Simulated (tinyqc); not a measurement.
Changing the temperature T: leakage currents through a thin dielectric. Computed by tinyqc, a small Python program. Command: `OMP_NUM_THREADS=1 python tinyqc.py 3014110 3014111 out.jsonl leak sweep`. One thread of a shared host (Intel(R) Xeon(R) Processor @ 2.30GHz), about 0.1 s of CPU time with the checks.

Electrons leave an electrode with Fermi energy E_F above its band bottom; barriers are counted from the Fermi level, and both electrodes are alike. They cross the interlayer first.

Inputs (values chosen for the exercise, modelled on TiO2):

| quantity | value | unit |
|---|---|---|
| barrier height phi_B | 0.595 | eV |
| tunnelling mass m | 0.56 | m_0 |
| static permittivity k | 48.8 | - |
| optical permittivity k_o | 6.04 | - |
| trap depth phi_t | 0.5 | eV |
| Poole-Frenkel prefactor sigma_0 | 6e-07 | S/cm |
| thickness t | 6 | nm |
| electrode Fermi energy E_F | 0.06 | eV |
| electrode mass m_e | 0.3 | m_0 |
| voltage V | 1.3 | V |
| interlayer thickness t_i | 0.78 | nm |
| interlayer barrier phi_i | 3.06 | eV |
| interlayer mass m_i | 0.45 | m_0 |
| interlayer permittivity k_i | 3.9 | - |

Stack: dielectric on an interlayer.

Constants: k_B = 8.617333262e-05 eV/K; m_0 = 9.1093837015e-31 kg; e = 1.602176634e-19 C; hbar = 1.054571817e-34 J s; k_B = 1.380649e-23 J/K; eps_0 = 8.8541878128e-12 F/m; h = 6.62607015e-34 J s.

Method:
- Fields: F_i = V/(t_i + t k_i/k), F = F_i k_i/k; equivalent oxide thickness 3.9 (t/k + t_i/k_i).
- WKB: a layer of mass m, field F and barrier b(x) = b_0 - e F x gives the exponent (4 sqrt(2 m)/(3 hbar e F)) [b_0^(3/2) - max(b_0 - e F t, 0)^(3/2)] for b_0 > 0; b_0 = barrier - (E - E_F), less e F_i t_i for the second layer; the transmission is D(E) = exp(-sum of exponents), without image force.
- Tsu-Esaki: J = (e m_e k_B T/(2 pi^2 hbar^3)) int D(E) ln[(1 + exp((E_F - E)/k_B T))/(1 + exp((E_F - eV - E)/k_B T))] dE over the normal energy E (its change with the mass at an interface is neglected) from max(0, E_F - 3 eV) to E_F + largest barrier, by 100 Gauss-Legendre points in each part, split at E_F - 0.3 eV (if inside the range) and E_F + 8 k_B T.
- The mean energy weights E - E_F by the integrand.
- Schottky emission J = A T^2 exp(-(phi_B - sqrt(e^3 F/(4 pi k_o eps_0)))/k_B T), A = 4 pi e m k_B^2/h^3 with the tunnelling mass; Poole-Frenkel J = sigma_0 F exp(-(phi_t - sqrt(e^3 F/(pi k_o eps_0)))/k_B T); both use the field F of the dielectric and ignore the interlayer.

One run for each value:

| temperature T (K) | tunnel current density (A/cm^2) | Poole-Frenkel current density (A/cm^2) | Schottky current density (A/cm^2) | mean energy of the current above E_F (eV) |
|---|---|---|---|---|
| 150 | 1536 | 2.082e-08 | 7.956e-10 | -0.03399 |
| 180 | 1628 | 3.531e-07 | 4.033e-07 | -0.03186 |
| 260 | 1946 | 2.749e-05 | 6.964e-03 | -0.02532 |
| 320 | 2247 | 1.726e-04 | 4.743e-01 | -0.01986 |
| 380 | 2598 | 6.067e-04 | 9.040e+00 | -0.01406 |
| 460 | 3139 | 1.947e-03 | 1.483e+02 | -0.00595 |
| 550 | 3850 | 4.818e-03 | 1.385e+03 | 0.00362 |

Give the missing row, temperature T (K) = 220.

Computed row; columns: (1) temperature T (K); (2) tunnel current density (A/cm^2); (3) Poole-Frenkel current density (A/cm^2); (4) Schottky current density (A/cm^2); (5) mean energy of the current above E_F (eV):
```
(1)   (2)        (3)        (4)       (5)
220  1775  4.629e-06  1.245e-04  -0.02872
```

Interpolating between the two neighbouring rows (linearly) misses most in Schottky current density (A/cm^2), by a factor of 28. Over the rows, tunnel current density (A/cm^2) rises from 1540 to 3850 (exponent d ln y / d ln x 0.32 between the first rows and 1.1 between the last); Poole-Frenkel current density (A/cm^2) rises from 2.08e-8 to 0.00482 (exponent d ln y / d ln x 16 between the first rows and 5.1 between the last); Schottky current density (A/cm^2) rises from 7.96e-10 to 1390 (exponent d ln y / d ln x 34 between the first rows and 13 between the last). Arrhenius slopes between the last two rows: tunnelling 0.049 eV, Poole-Frenkel 0.220 eV (the lowered trap depth).
